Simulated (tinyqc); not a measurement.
Extended Hueckel theory, for BeH2, step by step. One step of it, computed by the program tinyqc.

Task: Wolfsberg-Helmholz matrix. H_ij = K' S_ij (H_ii + H_jj)/2 for i != j (the diagonal keeps H_ii), with K' = K + D^2 + D^4 (1 - K), D = (H_ii - H_jj)/(H_ii + H_jj), K = 2.

overlap S, order 1Be 2s, 1Be 2px, 1Be 2py, 1Be 2pz, 2H 1s, 3H 1s:
$$\begin{pmatrix}
1.000000 & 0.000000 & 0.000000 & 0.000000 & 0.431637 & 0.431637 \\
0.000000 & 1.000000 & 0.000000 & 0.000000 & 0.000000 & 0.000000 \\
0.000000 & 0.000000 & 1.000000 & 0.000000 & 0.525813 & -0.525813 \\
0.000000 & 0.000000 & 0.000000 & 1.000000 & 0.049236 & 0.049236 \\
0.431637 & 0.000000 & 0.525813 & 0.049236 & 1.000000 & 0.024450 \\
0.431637 & 0.000000 & -0.525813 & 0.049236 & 0.024450 & 1.000000
\end{pmatrix}$$

diagonal H_ii (eV): 1Be 2s -10.000000, 1Be 2px -6.000000, 1Be 2py -6.000000, 1Be 2pz -6.000000, 2H 1s -13.600000, 3H 1s -13.600000

K = 2.000000

Give: H.

Result:

H (eV), order 1Be 2s, 1Be 2px, 1Be 2py, 1Be 2pz, 2H 1s, 3H 1s:
$$\begin{pmatrix}
-10.0000 & 0.0000 & 0.0000 & 0.0000 & -10.3024 & -10.3024 \\
0.0000 & -6.0000 & 0.0000 & 0.0000 & 0.0000 & 0.0000 \\
0.0000 & 0.0000 & -6.0000 & 0.0000 & -10.9642 & 10.9642 \\
0.0000 & 0.0000 & 0.0000 & -6.0000 & -1.0267 & -1.0267 \\
-10.3024 & 0.0000 & -10.9642 & -1.0267 & -13.6000 & -0.6650 \\
-10.3024 & 0.0000 & 10.9642 & -1.0267 & -0.6650 & -13.6000
\end{pmatrix}$$
